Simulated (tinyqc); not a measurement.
The 3-omega method: a line heater on a substrate with a thin film: one step, computed by the program tinyqc. Command: `OMP_NUM_THREADS=1 python tinyqc.py 3026068 3026069 out.jsonl threeomega walk`. One thread of a shared host (Intel(R) Xeon(R) Processor @ 2.30GHz), about 0.01 s of CPU time with the checks.

A current at angular frequency omega = 2 pi f heats the line at 2 omega with the amplitude P per length; the temperature swing Delta T at 2 omega gives a voltage at 3 omega. The substrate is taken as semi-infinite and isotropic, and the heat capacity of heater and film is left out.

Problem. The film adds a constant step. One-dimensional flow across the film: Delta T_f = P (t/kappa_f + R_i)/(2 b); total in-phase swing Delta T = Delta T_s + Delta T_f; third-harmonic amplitude V_3 = V_1 beta |Delta T|/2 with the out-of-phase part included; the apparent film conductivity is t/(t/kappa_f + R_i).

Inputs (values chosen for the exercise, modelled on hafnia on gallium arsenide):
```
quantity,value,unit
heater half-width b,3.2,micrometre
power amplitude per length P,48,W/m
film thickness t,220,nm
film conductivity kappa_f,1.2,W/(m K)
interface resistance R_i,19,m^2 K/GW
temperature coefficient of resistance beta,2.1,1e-3/K
voltage amplitude V_1,2.3,V
```

in-phase Delta T_s = 1.295342 K

out-of-phase Delta T_s = -0.2460448 K

Give: Delta T_f; total in-phase swing; V_3; apparent film conductivity; film share of the in-phase swing.

Solution.

Delta T_f = 1.5175 K

total in-phase swing = 2.8128 K

V_3 = 6.8190 mV

apparent film conductivity = 1.0873 W/(m K)

film share of the in-phase swing = 0.53949

The interface lowers the apparent conductivity by 9 %. The film gives a large part of the signal.
